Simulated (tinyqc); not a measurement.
Brouwer diagram: defect equilibria of an oxide against oxygen pressure (mass action). Computed by tinyqc, a small Python program. Command: `OMP_NUM_THREADS=1 python tinyqc.py 3031587 3031588 out.jsonl brouwer walk`. One thread of a shared host (Intel(R) Xeon(R) Processor @ 2.30GHz), about 0.01 s of CPU time with the checks.

Defects: oxygen vacancies V (charge +2), electrons n, holes p, the ionic partner X = V_M'''' (charge -4), and the dopant. Activities are taken equal to concentrations.

Inputs (values chosen for the exercise, for a model oxide):

| quantity | value | unit |
|---|---|---|
| reduction enthalpy H_r | 2.9 | eV |
| prefactor K_r0 | 5.8e+67 | cm^-9 atm^(1/2) |
| gap E_g | 3.43 | eV |
| prefactor N_c N_v | 2.4e+42 | cm^-6 |
| disorder enthalpy H_s | 3.74 | eV |
| prefactor K_s0 | 3.8e+68 | cm^-9 |
| dopant density N_d | 1.5e+17 | cm^-3 |
| temperature T | 900 | K |

Ionic disorder: Schottky, oxide MO2. Dopant (singly charged, fully ionised): acceptor.

Constants: k_B = 8.617333262e-05 eV/K.

Method:
- K_r = K_r0 exp(-H_r/k_B T) = [V] n^2 P^(1/2); K_i = N_c N_v exp(-E_g/k_B T) = n p; K_s = K_s0 exp(-H_s/k_B T) = [X] [V]^2.
- Neutrality: 2 [V] + p = n + 4 [X] + N_d. With n as the unknown, [V] = K_r/(n^2 P^(1/2)), p = K_i/n, [X] = K_s/[V]^2; the log ratio is ln(positive/negative).
- The root is found by 60 bisections in ln n between n = 1e-10 and 1e25 cm^-3.
- The slope is d log n / d log P from this row and the one above; the last column names the largest term on each side. Pressures that give more than 3e21 cm^-3 are left out.

K_r = 3.34305e+51 cm^-9 atm^(1/2)

K_i = 1.48956e+23 cm^-6

K_s = 4.33217e+47 cm^-9

Log10 of the densities in cm^-3:

| log10 P (atm) | n | [V] | p | [X] | slope of n | balance |
|---|---|---|---|---|---|---|
| -24 | 21.275 | 20.974 | 1.8980 | 5.689 | - | 2 [V] = n |
| -20 | 20.608 | 20.307 | 2.5647 | 7.022 | -0.16668 | 2 [V] = n |
| -16 | 19.941 | 19.641 | 3.2316 | 8.354 | -0.16672 | 2 [V] = n |
| -12 | 19.274 | 18.976 | 3.8992 | 9.684 | -0.16689 | 2 [V] = n |
| -8 | 18.603 | 18.318 | 4.5700 | 11.001 | -0.16771 | 2 [V] = n |
| -4 | 17.918 | 17.689 | 5.2555 | 12.259 | -0.17137 | 2 [V] = n |
| 0 | 17.174 | 17.175 | 5.9987 | 13.286 | -0.18580 | 2 [V] = N_d |

What follows from these numbers?

Regimes: 2 [V] = n from log P = -24 to -4, where that balance predicts a slope of -1/6 and the table comes as close as -0.167; 2 [V] = N_d at log P = 0 alone (slope -1/4 deep inside that regime). Rows with n or p near or above sqrt(N_c N_v) are degenerate, and n p = K_i is then only nominal.

Extremes, crossings and ranges named in words are read from the listed rows.
